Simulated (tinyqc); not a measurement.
Schottky diode by thermionic emission with image-force lowering and series resistance: one step of the calculation.

Metal on an n-type semiconductor with one parabolic valley; V > 0 is forward bias (metal positive). I = I0 [exp(Vj/(n Vt)) - 1] with Vj = V - I Rs; I0 = S A* T^2 exp(-(phi - dphi)/Vt), the lowering dphi taken at zero bias.

Problem. Current and small-signal resistance. I = I0 [exp(Vj/(n Vt)) - 1], dV/dI = Rs + n Vt/(I + I0).

Values chosen for this exercise; band and dielectric values close to those of gallium arsenide:
```
symbol  value  unit            meaning
T         300     K        temperature
n        1.12          ideality factor
Rs        160   ohm  series resistance
```

Constants: q = 1.602176634e-19 C, kB = 1.380649e-23 J/K, Vt = kB T/q. Results are converted to the units shown.

I0 = 3.4534387e-8 A
converged Vj = 0.31604373 V

Find: I; drop over Rs; dV/dI.

Solution.

I = 1.900 mA
drop over Rs = 0.3040 V
dV/dI = 175.2 ohm

Numbers from tinyqc (`OMP_NUM_THREADS=1 python tinyqc.py 2640015 2640016 out.jsonl`; about 0.01 s on one thread of a shared Intel Xeon 2.30GHz).
